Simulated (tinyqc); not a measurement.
Inside a calculation. Method: plane-wave Kohn-Sham cycle with exchange-only LDA in a layered model solid. One step of it, computed by the program tinyqc.

Question. Iteration 2: Hamiltonian at one k. H(m,m') = (k + G_m)^2/2 delta + V(G_m - G_m'), with V(-G) = V(G).

A solid whose potential varies along x alone (atomic units):
```
parameter                      value
period a                   11.100000
cross-section of the cell  36.000000
electrons per cell                 2
grid points                       16
plane waves -n..n, n               2
k points                           3
V1 in V1 cos(2 pi x/a)     -0.630000
V2 in V2 cos(4 pi x/a)     -0.050000
```

V(G_m), m = 0, 1, 2, ... (hartree): -0.163768  -0.274626  -0.025881  -0.001583  0.000956

k = 0.000000 2 pi / a

Give: H.

Answer.

H (hartree), lower triangle:
```
        -2      -1      +0      +1     +2
-2   0.477
-1  -0.275  -0.004
+0  -0.026  -0.275  -0.164
+1  -0.002  -0.026  -0.275  -0.004
+2   0.001  -0.002  -0.026  -0.275  0.477
```
